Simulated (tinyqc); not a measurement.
X-ray reflectivity of a thin film on silicon: critical angles, Parratt recursion, fringes and roughness: one step, computed by the program tinyqc.

n = 1 - delta + i beta; the classical electron radius is r_e = 2.8179403e-6 nm. Layer 0 is vacuum, 1 the film, 2 the substrate.

Question. Fringe period, contrast and decay. Far above the critical angle the period is d theta = lambda/(2 d), or 2 pi/d in q; the envelope runs between (|r_01| - |r_12 p|)^2 and (|r_01| + |r_12 p|)^2; contrast = 2 a b/(a^2 + b^2) with a = |r_01|, b = |r_12 p|; roughness factors on the amplitudes are about exp(-q^2 sigma^2/2).

Inputs (values chosen for the exercise, modelled on copper on silicon, copper K-alpha radiation): wavelength lambda = 0.15406 nm; film thickness d = 16.3 nm; roughness of the surface sigma_1 = 0.76 nm; roughness of the interface sigma_2 = 0.24 nm.

1000 r_01 = 0.6132028-0.0157334i

1000 r_12 = -4.981041+0.125212i

p = 0.6549722-0.7264041i

q = 4 pi sin(theta)/lambda = 3.088540 1/nm

Give: period in theta; period in q; contrast; roughness factor, surface; roughness factor, interface.

Answer.

period in theta = 0.2708 degrees

period in q = 0.3855 1/nm

contrast = 0.2478

roughness factor, surface = 0.06362

roughness factor, interface = 0.7598
